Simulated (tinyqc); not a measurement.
Inside a calculation. Method: RHF in the sto-3g basis, for BeH2, spin multiplicity 1. One step of it, computed by the program tinyqc.

Question. Iteration 7 (converged): orbitals. Diagonalise F' = X^T F X, C = X C', fill 3 alpha and 3 beta electrons from the bottom; D = 2 C_occ C_occ^T. Each column has its largest component positive (the first on a tie).

converged F (hartree), lower triangle:
```
            1Be 1s     1Be 2s   1Be 2px    1Be 2py    1Be 2pz      2H 1s      3H 1s
1Be 1s   -4.525627
1Be 2s   -1.289049  -0.604327
1Be 2px   0.000000   0.000000  0.213856
1Be 2py   0.000000   0.000000  0.000000  -0.170368
1Be 2pz   0.002469  -0.019903  0.000000   0.000000   0.211053
2H 1s    -0.252661  -0.360370  0.000000  -0.311158  -0.026003  -0.253693
3H 1s    -0.252661  -0.360370  0.000000   0.311158  -0.026003  -0.023727  -0.253693
```

X:
```
                 1          2          3         4          5         6          7
1Be 1s    0.000000  -0.375393   0.851039  0.000000  -0.385397  0.261234   0.000000
1Be 2s    0.000000   1.127249  -0.104884  0.000000  -0.068155  0.529917   0.000000
1Be 2px   0.000000   0.000000   0.000000  1.000000   0.000000  0.000000   0.000000
1Be 2py   1.245042   0.000000   0.000000  0.000000   0.000000  0.000000   0.552254
1Be 2pz   0.000000   0.122777   0.432948  0.000000   0.895538  0.054486   0.000000
2H 1s    -0.893044  -0.714939  -0.268938  0.000000   0.124346  0.353857   0.384964
3H 1s     0.893044  -0.714939  -0.268938  0.000000   0.124346  0.353857  -0.384964
```

Give: F' = X^T F X; orbital energies; coefficients C; D after iteration 7.

Answer.

F' = X^T F X (hartree), lower triangle:
```
        1        2        3       4        5        6        7
1  0.7530
2  0.0000   0.2987
3  0.0000   0.5635  -2.8485
4  0.0000   0.0000   0.0000  0.2139
5  0.0000  -0.2489   1.5071  0.0000  -0.5322
6  0.0000   0.2458  -1.4593  0.0000   0.7463  -1.2711
7  0.0496   0.0000   0.0000  0.0000   0.0000   0.0000  -0.3847
```

orbital energies (hartree): MO1 -4.5290, MO2 -0.4291, MO3 -0.3869, MO4 0.2078, MO5 0.2139, MO6 0.3973, MO7 0.7551

coefficients C:
```
             MO1      MO2      MO3      MO4     MO5      MO6      MO7
1Be 1s    0.9918  -0.2146   0.0000   0.0544  0.0000  -0.2219   0.0000
1Be 2s    0.0315   0.5926   0.0000  -0.2326  0.0000   1.0775   0.0000
1Be 2px   0.0000   0.0000   0.0000   0.0000  1.0000   0.0000   0.0000
1Be 2py   0.0000   0.0000   0.4976   0.0000  0.0000   0.0000   1.2679
1Be 2pz  -0.0001   0.0244   0.0000   0.9711  0.0000   0.2527   0.0000
2H 1s    -0.0037   0.3918   0.4234   0.1089  0.0000  -0.7475  -0.8755
3H 1s    -0.0037   0.3918  -0.4234   0.1089  0.0000  -0.7475   0.8755
```

D after iteration 7, lower triangle:
```
          1Be 1s  1Be 2s  1Be 2px  1Be 2py  1Be 2pz    2H 1s   3H 1s
1Be 1s    2.0595
1Be 2s   -0.1920  0.7042
1Be 2px   0.0000  0.0000   0.0000
1Be 2py   0.0000  0.0000   0.0000   0.4952
1Be 2pz  -0.0106  0.0289   0.0000   0.0000   0.0012
2H 1s    -0.1755  0.4641   0.0000   0.4214   0.0191   0.6657
3H 1s    -0.1755  0.4641   0.0000  -0.4214   0.0191  -0.0515  0.6657
```
